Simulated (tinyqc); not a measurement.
Nanowire ballistic transistor, top-of-the-barrier model: two steps of the calculation.

At the top of the source barrier, states moving towards the drain are filled by the source (Fermi level 0) and states moving back by the drain (Fermi level -q Vd); nothing scatters. U is the shift of the band edge there, set by the capacitances CG, CD and CS (the total) and by the charge. Parabolic one-dimensional subbands; the source is grounded.

Values chosen for this exercise; mass and valleys close to those of gallium arsenide:
- T = 300 K (temperature)
- m = 0.0648 m0 (effective mass)
- gv = 1 (valley degeneracy)
- eox = 3.9 (relative permittivity of the gate insulator)
- tox = 3.7 nm (insulator thickness)
- d = 6 nm (wire diameter)
- dE = 0.23 eV (offset of a second subband (0: none))
- aG = 0.78 (gate control CG/CS)
- aD = 0.043 (drain control CD/CS)
- E0 = 0.22 eV (band edge at the barrier top above the source Fermi level at zero bias)
- Vg = 0.5 V (gate voltage)
- Vd = 0.05 V (drain voltage)

Constants: q = 1.602176634e-19 C, kB = 1.380649e-23 J/K, hbar = 1.054571817e-34 J s, h = 6.62607015e-34 J s, m0 = 9.1093837015e-31 kg, Vt = kB T/q, eps0 = 8.8541878128e-14 F/cm where lengths are in cm. Results are converted to the units shown.

Problem 1. Density of states, capacitances and charge at zero bias. N0 = gv sqrt(2 m kB T/pi)/hbar, CG = 2 pi eps0 eox/ln(1 + 2 tox/d), CS = CG/aG, n0 = n at U = 0 and Vd = 0. eta1 = -(E0 + U)/Vt, eta2 = eta1 - Vd/Vt, n = (N0/2)[F_(-1/2)(eta1) + F_(-1/2)(eta2)], F_(-1/2)(x) = (1/sqrt(pi)) int_0^infinity u^(-1/2)/(1 + exp(u - x)) du. Each F is summed over the two subbands, F(eta) + F(eta - dE/Vt), which share the mass. UL = -(aG Vg + aD Vd).

Give: N0; CG; CS; n0; UL.

Solution 1.

N0 = 1.1830e6 cm^-1
CG = 2.7003 pF/cm
CS = 3.4619 pF/cm
n0 = 238.32 cm^-1
UL = -0.39215 eV

Problem 2. Current, mean velocity and share of the gate voltage. I = gv (2 q^2/h) Vt [ln(1 + exp eta1) - ln(1 + exp eta2)], summed over both subbands. Mean velocity I/(q n). CQ = (q/Vt) dn/d(eta1); the band edge follows the gate as -dU/dVg = aG/(1 + CQ/CS).

converged U = -0.30560113 eV

Give: eta1; n; I; mean velocity; CQ; -dU/dVg.

Solution 2.

eta1 = 3.3112
n = 1.8703e6 cm^-1
I = 3.5016 uA
mean velocity = 1.1685e7 cm/s
CQ = 2.8937 pF/cm
-dU/dVg = 0.42486 eV/V

The carriers from the source are degenerate (eta1 = 3.31), and the mean velocity is 0.553 times vT = sqrt(2 kB T/(pi m)) = 2.11e7 cm/s. The drain fills a good part of the returning states, which lowers the mean.

Numbers from tinyqc (`OMP_NUM_THREADS=1 python tinyqc.py 2400159 2400160 out.jsonl`; about 0.06 s on one thread of a shared Intel Xeon 2.30GHz).
